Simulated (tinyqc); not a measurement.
Inside a calculation. Method: lattice vibrations of a chain. One step of it, computed by the program tinyqc.

Question. Dynamical matrix at q = 0.4. q is in units of 2 pi/a. A spring k from atom i to atom j, n cells on, adds k to Phi_ii and Phi_jj, -k exp(2 pi i q n) to Phi_ij and the conjugate to Phi_ji (for one atom a cell: 2k (1 - cos 2 pi q n)); D_ij = Phi_ij / sqrt(m_i m_j).

A chain moving along its axis:
```
atom   mass (u)  spring to the next atom (eV/angstrom^2)
1     54.200000                                26.700000
2     91.800000                                 6.800000
```

Give: D(q).

Answer.

D(q) (eV/(angstrom^2 u)):
```
                 1                2
1           0.6181  -0.3005+0.0567i
2  -0.3005-0.0567i           0.3649
```
